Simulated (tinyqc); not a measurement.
Born-Mayer model of an ionic crystal AB: one step, computed by the program tinyqc. Command: `OMP_NUM_THREADS=1 python tinyqc.py 3013172 3013173 out.jsonl bornmayer walk`. One thread of a shared host (Intel(R) Xeon(R) Processor @ 2.30GHz), about 0.01 s of CPU time with the checks.

Energies are per ion pair and r is the nearest distance of unlike ions.

Problem. Terms of the lattice energy. Madelung constant M, unlike neighbours z1, like neighbours z2 at f r, volume per pair: rock salt 1.747565, 6, 12, sqrt2, 2 r^3; caesium chloride 1.762675, 8, 6, 2/sqrt3, 8 r^3/(3 sqrt3); zinc blende 1.638055, 4, 12, sqrt(8/3), 16 r^3/(3 sqrt3). U(r) = -M z^2 e^2/(4 pi eps_0 r) + z1 lambda exp(-r/rho) + z2 [lambda2 exp(-f r/rho) - C/(f r)^6] (one mean like-ion term for both sublattices).

Inputs (values chosen for the exercise, for a model salt):

| quantity | value | unit |
|---|---|---|
| ionic charge z | 2 | - |
| unlike repulsion lambda | 661 | eV |
| range rho | 0.355 | angstrom |
| like repulsion lambda2 | 1890 | eV |
| dispersion C between like ions | 24 | eV angstrom^6 |

Structure: zinc blende. Short range: with like-ion terms.

equilibrium distance r0 = 2.188673 angstrom

Constants: e^2/(4 pi eps_0) = 14.39964548 eV angstrom.

Give: terms; lattice energy U.

Solution.

terms (eV): Coulomb -43.11, unlike repulsion 5.56, like repulsion 0.96, dispersion -0.14

lattice energy U = -36.73 eV per pair

The short-range terms together cancel 14.8 % of the Coulomb energy.
